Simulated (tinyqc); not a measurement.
# Velocity overshoot from momentum and energy balance equations after a field step, step by step

A worked calculation. Computed by tinyqc, a small Python program that keeps every step. Command: `OMP_NUM_THREADS=1 python tinyqc.py 3011444 3011445 out.jsonl overshoot walk`. One thread of a shared host (Intel(R) Xeon(R) Processor @ 2.30GHz), about 0.02 s of CPU time with the checks. Intermediate numbers are printed to about 6 digits and carried at full precision; extremes and crossings named in words are read from the listed rows.

At t = 0 the field jumps from 0 to F in a uniform sample. v is the drift velocity and u = w - (3/2) k_B T the excess energy per carrier.

Inputs (values chosen for the exercise, modelled on electrons in GaN except for tau_E): effective mass m = 0.2 m_0; low-field mobility mu_0 = 1300 cm^2/(V s); saturation velocity v_s = 1.9 1e7 cm/s; energy relaxation time tau_E = 0.78 ps; field after the step F = 45 kV/cm; lattice temperature T = 300 K; time step dt = 6 fs.

Scheme: explicit Euler.

Constants: m_0 = 9.1093837015e-31 kg; e = 1.602176634e-19 C; k_B = 8.617333262e-05 eV/K.

## Constants and steady state

dv/dt = e F/m - v/tau_m(u), du/dt = e F v - u/tau_E, tau_m(u) = tau_0/(1 + c u), tau_0 = m mu_0/e, c = mu_0/(e tau_E v_s^2); this choice gives the steady state v (1 + mu_0 F v/v_s^2) = mu_0 F, which saturates at v_s. Steady velocity v = 2 mu_0 F/(1 + sqrt(1 + 4 (mu_0 F/v_s)^2)); u = e F v tau_E; carrier temperature T + 2u/(3 k_B), neglecting the drift energy m v^2/2.

tau_0 = 147.826 fs

c = 4.61681 1/eV

acceleration e F/m = 0.0395735 1e7 cm/s per fs

steady velocity = 1.61634 1e7 cm/s

steady excess energy = 0.567336 eV

steady carrier temperature = 4689.11 K

tau_E/tau_0 = 5.28, and in the steady state tau_m has shrunk to 40.8 fs. Caution: the excess energy exceeds 0.5 eV, where non-parabolicity, upper valleys and impact ionisation matter.

## First four steps

dv/dt = e F/m - v/tau_m(u), du/dt = e F v - u/tau_E, tau_m(u) = tau_0/(1 + c u), tau_0 = m mu_0/e, c = mu_0/(e tau_E v_s^2); this choice gives the steady state v (1 + mu_0 F v/v_s^2) = mu_0 F, which saturates at v_s. Step: v_new = v + dt (e F/m - v/tau_m(u)), u_new = u + dt (e F v - u/tau_E). Start v = u = 0; the distance adds dt (v + v_new)/2.

Steps:
```
step  t (fs)  v (1e7 cm/s)      u (eV)  tau_m (fs)
1          6      0.237441  0.00000000     147.826
2         12      0.465244  0.00064109     147.390
3         18      0.683746  0.00189232     146.546
4         24      0.893192  0.00372387     145.328
```

After the first step u is still 0, below the drift energy m v^2/2, because the explicit scheme uses the old v: an error of the finite time step.

## The whole transient

Run to 8 times the larger of tau_E and tau_0, but at most 20001 steps, and stop early if |v| > 1000 v_s or u < -1/(2c); the run is accepted if the last v is within 0.5 % of the steady value.

Selected steps, the peak among them:
```
step       t (fs)  v (1e7 cm/s)       u (eV)  distance (nm)
1     6.00000e+00       0.23744            0    7.12322e-02
2     1.20000e+01       0.46524  6.41090e-04    2.82038e-01
4     2.40000e+01       0.89319  3.72387e-03    1.09982e+00
8     4.80000e+01       1.64306  1.62845e-02    4.16946e+00
14    8.40000e+01       2.50655  4.78342e-02    1.17306e+01
24    1.44000e+02       3.25766  1.20392e-01    2.94335e+01
30    1.80000e+02       3.35233  1.67629e-01    4.13959e+01
42    2.52000e+02       3.08621  2.54081e-01    6.48070e+01
71    4.26000e+02       2.25073  3.87454e-01    1.10383e+02
122   7.32000e+02       1.82846  4.87159e-01    1.71138e+02
209   1.25400e+03       1.67023  5.44563e-01    2.61424e+02
357   2.14200e+03       1.62287  5.64484e-01    4.06931e+02
610   3.66000e+03       1.61653  5.67253e-01    6.52563e+02
1041  6.24600e+03       1.61634  5.67336e-01    1.07056e+03
```

peak velocity = 3.35233 1e7 cm/s

time of the peak = 180 fs

distance at the peak = 41.3959 nm

last relative deviation from the steady velocity = 2.90698e-07

peak over steady velocity = 2.07402

The velocity overshoots to 2.07 times its steady value: momentum follows the field within tau_m while the energy, and with it the scattering rate, builds up over tau_E. A channel shorter than a few times 41 nm would see this.

## Error of the time step

The peak velocity is recomputed with dt/2 and dt/4 and by an adaptive Runge-Kutta method (tolerance 1e-9).

Peak velocity:
```
step      v_peak (1e7 cm/s)  error (%)
dt                  3.35233    1.82406
dt/2                3.32180    0.89670
dt/4                3.30691    0.44438
adaptive            3.29228    0.00000
```

The explicit scheme puts the peak 1.82 % too high; halving dt divides the error by 2.03, as a first-order method should.

Checks made by the program: peak at dt/4 against the adaptive solution (relative difference 4e-03).
